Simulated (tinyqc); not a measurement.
# MOSFET in the linear regime without short-channel effects, parameter extraction from computed curves: extraction methods against the temperature

Inversion charge Q = Cox n Vt W0(exp((Vg - VT)/(n Vt))), W0 the Lambert function and n = nf; u = Q/Cox; mobility mu = mu0/(1 + th1 u + th2 u^2); channel resistance Rch = (L - dL)/(W mu Q); Id = Vd/(Rch + Rsd/W). Cox = eps0 eox/tox. Small Vd, no channel-length or drain effects.

From the continuous curve Id(Vg): tangent at peak gm (V_ext = Vg - Id/gm); constant current Id = 0.1 uA W/L; peak of d2Id/dVg2; Y = Id/sqrt(gm) drawn through Vg = VT + 0.6 and VT + 0.8 V, with intercept VT_Y and slope s. Mobilities gm,max L/(W Cox Vd) and s^2 L/(W Cox Vd) with the drawn L. Last column: share of Rsd/W in the total resistance at VT + 0.8 V.

Values chosen for this exercise; channel values of the order met in silicon transistors: relative permittivity of the gate insulator (close to aluminium oxide) eox = 9.01; insulator thickness tox = 13 nm; low-field mobility mu0 = 260 cm^2/(V s); first mobility attenuation factor th1 = 0.46 1/V; second mobility attenuation factor th2 = 0.07 1/V^2; threshold voltage VT = 0.33 V; body factor nf = 1.31; gate width W = 1 um; drawn gate length L = 1.8 um; drawn less effective length dL = 0.011 um; source plus drain resistance Rsd = 160 ohm um; drain voltage Vd = 0.02 V.

Constants: q = 1.602176634e-19 C, kB = 1.380649e-23 J/K, Vt = kB T/q, eps0 = 8.8541878128e-14 F/cm where lengths are in cm. Results are converted to the units shown.

Extraction methods against the temperature:
columns A: T (K); B: V_ext (V); C: constant current (V); D: second derivative (V); E: VT_Y (V); F: mobility from gm (cm^2/(V s)); G: mobility from Y (cm^2/(V s)); H: series share (%)
```
A        B      C      D      E    F    G      H
77   0.337  0.373  0.328  0.375  219  280  0.775
110  0.338  0.373  0.327  0.380  212  276  0.767
150  0.338  0.372  0.326  0.384  205  271  0.757
220  0.337  0.368  0.324  0.390  195  263  0.743
300  0.333  0.359  0.320  0.392  186  254  0.729
370  0.329  0.350  0.317  0.392  179  246  0.719
450  0.324  0.338  0.313  0.391  173  238  0.708
```

What does the comparison show?

The model has VT = 0.33 V and mu0 = 260 cm^2/(V s). Over the table the extracted thresholds move by 15 mV (tangent), 36 mV (constant current), 15 mV (second derivative), 18 mV (Y function). The mobility from gm falls from 219 to 173 and that from Y falls from 280 to 238 cm^2/(V s).

tinyqc, about 0.01 s, one thread, Intel Xeon 2.30GHz (shared host): `OMP_NUM_THREADS=1 python tinyqc.py 2210092 2210093 out.jsonl`
